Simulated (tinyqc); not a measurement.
Inside a calculation. Method: Hubbard chain of 2 sites. Computed by tinyqc, a small Python program that keeps every step. Settings: hopping = 1.68, U = 11.9, mixing = 1, iteration cap = 58. Command: `OMP_NUM_THREADS=1 python tinyqc.py 25967 25968 out.jsonl` (the two numbers bound the seeds that draw the settings). One thread of a shared host (Intel(R) Xeon(R) Processor @ 2.60GHz), about 0.2 s of CPU time with the checks. Later iterations appear only in the table of the cycle.

## Mean-field iteration 1

one-body matrix (hopping and site energies) (eV):
```
          1         2
1  -0.10000  -1.68000
2  -1.68000  -0.32000
```

U = 11.90000 eV

electrons, up and down: 1  1

mixing = 1

n(up) at the start (a guess, not normalised): 1 0.95000, 2 0.05000

n(down) at the start (a guess): 1 0.05000, 2 0.95000

H(up) = T + U n(down), H(down) = T + U n(up); fill the lowest levels; n(new) = n + mixing (n(out) - n); E = tr T (rho up + rho down) + U sum n_up n_down of the output.

levels, up (eV): 0.23251  11.24749

levels, down (eV): 0.02260  11.45740

energy = -0.89278 eV

n(up) after iteration 1: 1 0.97617, 2 0.02383

n(down) after iteration 1: 1 0.02207, 2 0.97793

## Mean-field iteration 2

As before.

levels, up (eV): -0.08487  11.56487

levels, down (eV): -0.27577  11.75577

energy = -0.89449 eV

n(up) after iteration 2: 1 0.97875, 2 0.02125

n(down) after iteration 2: 1 0.01989, 2 0.98011

## Mean-field iteration 3

As before.

levels, up (eV): -0.10971  11.58971

levels, down (eV): -0.30528  11.78528

energy = -0.89450 eV

n(up) after iteration 3: 1 0.97894, 2 0.02106

n(down) after iteration 3: 1 0.01970, 2 0.98030

## Convergence

Each step fills the lowest levels of T + U n(other spin) and sets n(new) = n + mixing (n(out) - n); stop when output and input agree to 1e-8.

Course of the cycle:
```
iteration      E (eV)  largest |n(out) - n(in)|  mean |n_up - n_down|
1          -0.8927791                  2.79e-02               0.95410
2          -0.8944913                  2.58e-03               0.95886
3          -0.8945031                  1.98e-04               0.95924
4          -0.8945031                  1.66e-05               0.95927
5          -0.8945031                  1.26e-06               0.95927
6          -0.8945031                  1.05e-07               0.95927
7          -0.8945031                  8.01e-09               0.95927
```

local moments n_up - n_down: 1 0.95927, 2 -0.95927

Converged in 7 iterations. Before convergence this energy mixes input and output and is not variational, so it may rise towards its limit.

## The many-body Hamiltonian

Basis: all placements (u, d, 2, 0 on each site), up operators ordered before down ones; hops carry the sign of the same-spin electrons passed.

H (eV):
```
          20        ud        du        02
20  11.70000  -1.68000  -1.68000   0.00000
ud  -1.68000  -0.42000   0.00000  -1.68000
du  -1.68000   0.00000  -0.42000  -1.68000
02   0.00000  -1.68000  -1.68000  11.26000
```

## Exact diagonalisation (4 states)

Lowest levels of the sector, and the double occupancy of the lowest state.

lowest levels (eV): -1.30341  -0.42000  11.43165  12.41176

double occupancy per site = 0.03234

The mean-field solution above lies 0.4089 eV above the exact energy.
